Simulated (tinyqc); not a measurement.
# Illuminated p-n diode, drift-diffusion by the Gummel loop with Scharfetter-Gummel fluxes: effects of single changes

Abrupt junction at x = 0, p side from -Lp, n side to Ln, ohmic contacts. psi is counted from the intrinsic level; n = ni exp((psi - phin)/Vt), p = ni exp((phip - psi)/Vt). Contacts: p side psi = V - Vt ln(Na/ni), p = Na, n = ni^2/Na; n side psi = Vt ln(Nd/ni), n = Nd, p = ni^2/Nd. Constant mobilities, D = mu Vt, Boltzmann statistics, SRH recombination through a mid-gap level, U = (n p - ni^2)/(tp (n + ni) + tn (p + ni)). Current is positive from the p contact to the n contact.

Parameters, values chosen for the exercise; band and dielectric values close to those of indium phosphide: temperature T = 300 K; band gap Eg = 1.35 eV; relative permittivity eps_r = 12.3; conduction-band density of states at T Nc = 5.75e17 cm^-3; valence-band density of states at T Nv = 1.12e19 cm^-3; acceptor density of the p side Na = 6.5e17 cm^-3; donor density of the n side Nd = 1.6e16 cm^-3; electron mobility mun = 2500 cm^2/(V s); hole mobility mup = 140 cm^2/(V s); SRH lifetime of electrons tn = 4e-10 s; SRH lifetime of holes tp = 4e-7 s; length of the p side Lp = 1.3 um; length of the n side Ln = 1.4 um; uniform generation rate G = 1e21 cm^-3 s^-1.

Constants: q = 1.602176634e-19 C, kB = 1.380649e-23 J/K, Vt = kB T/q, eps0 = 8.8541878128e-14 F/cm where lengths are in cm. Results are converted to the units shown.

Each table varies one quantity; the others keep the values above.

## Current against voltage in the dark

ni = sqrt(Nc Nv) exp(-Eg/(2 Vt)), Eg in volts. Poisson and both continuity equations are solved self-consistently with Scharfetter-Gummel fluxes on a graded mesh of 500 nodes. J_scr is q times the integral of U between -xp and xn. Ideal diffusion current J_id = q ni^2 [Dn coth(wp/Le)/(Le Na) + Dp coth(wn/Lh)/(Lh Nd)] (exp(V/Vt) - 1), Le = sqrt(Dn tn), Lh = sqrt(Dp tp), wp = Lp - xp, wn = Ln - xn, with xp and xn from the depletion approximation (W = sqrt(2 eps0 eps_r (Vbi - V)(1/Na + 1/Nd)/q), xp = W Nd/(Na + Nd), xn = W Na/(Na + Nd), Vbi = Vt ln(Na Nd/ni^2)). Ideality factor = 0.004 V/(Vt ln[J(V + 0.004 V)/J(V)]). Here G = 0.

In this table G = 0 cm^-3 s^-1.

Current against voltage in the dark:
columns A: V (V); B: J (A/cm^2); C: ideality factor; D: J_scr/J (%); E: J_id (A/cm^2); F: share recombining at the contacts (%); G: larger minority/doping at -xp and xn
```
A           B     C      D         E        F         G
0.24  1.18e-8  1.80    100  6.87e-13  0.00529  8.96e-15
0.34  9.35e-8  1.92    100  3.26e-11   0.0317  4.25e-13
0.44  6.97e-7  1.93   99.8   1.54e-9    0.201  2.02e-11
0.55  6.43e-6  1.89   98.3   1.07e-7     1.52   1.40e-9
0.65  5.26e-5  1.75   90.4   5.09e-6     8.77   6.60e-8
0.75  6.01e-4  1.39   60.3   2.41e-4     36.2   3.09e-6
0.86   0.0200  1.09   16.9    0.0167     75.6   2.08e-4
0.96    0.800  1.02   2.89     0.789     88.2   0.00914
1.07     46.5  1.13  0.235      54.5     90.8     0.378
```

Read the table: what changes, and by how much?

J rises from 1.18e-8 to 46.5 A/cm^2; the ideality factor moves up and down between 1.02 and 1.93. Recombination in the depleted layer carries over half of the current up to V = 0.75 V, where the factor is 1.39; it grows roughly as exp(V/2 Vt), so diffusion overtakes it. Where the factor is lowest (V = 0.96 V), J is 1.4 % above the ideal diffusion current. From V = 1.07 V on the minority density at an edge of the layer exceeds a tenth of the doping, and in the last row J is 15 % below the ideal value.

## Solar-cell figures against the SRH lifetime of electrons

Jsc = -J(0), collected share Jsc/(q G (Lp + Ln)), estimate q G [W + Le tanh(wp/2 Le) + Lh tanh(wn/2 Lh)] at V = 0 with Le = sqrt(Dn tn), Lh = sqrt(Dp tp), W, wp = Lp - xp and wn = Ln - xn from the depletion approximation; J(Voc) = 0; Vmp maximises -J V; FF = Pmax/(Jsc Voc).

Result of one run:
```
tn (s)  Jsc (mA/cm^2)  collected share (%)  estimate of Jsc (mA/cm^2)  Voc (V)  Vmp (V)     FF  Pmax (mW/cm^2)
1e-9             23.9                 55.3                       24.0    0.866    0.770  0.816            16.9
```

What becomes of these results when the SRH lifetime of electrons tn is changed from 1e-9 to 1e-10 s, all else the same?

Result of the changed run:
```
tn (s)  Jsc (mA/cm^2)  collected share (%)  estimate of Jsc (mA/cm^2)  Voc (V)  Vmp (V)     FF  Pmax (mW/cm^2)
1e-10            22.3                 51.7                       22.4    0.855    0.751  0.797            15.2
```

The whole series:
```
tn (s)  Jsc (mA/cm^2)  collected share (%)  estimate of Jsc (mA/cm^2)  Voc (V)  Vmp (V)     FF  Pmax (mW/cm^2)
1e-10            22.3                 51.7                       22.4    0.855    0.751  0.797            15.2
1e-9             23.9                 55.3                       24.0    0.866    0.770  0.816            16.9
1e-8             24.1                 55.7                       24.2    0.869    0.776  0.824            17.2
1e-7             24.1                 55.8                       24.2    0.869    0.778  0.827            17.3
1e-6             24.1                 55.8                       24.2    0.870    0.779  0.828            17.4
```

As tn rises from 1e-10 to 1e-6, the collected share rises from 51.7 to 55.8 %, Voc rises from 0.855 to 0.870 V and FF rises from 0.797 to 0.828. The estimate of Jsc is within 0.35 % in all rows.

Numbers from tinyqc (`OMP_NUM_THREADS=1 python tinyqc.py 2240004 2240005 out.jsonl`; about 0.8 s on one thread of a shared Intel Xeon 2.30GHz).
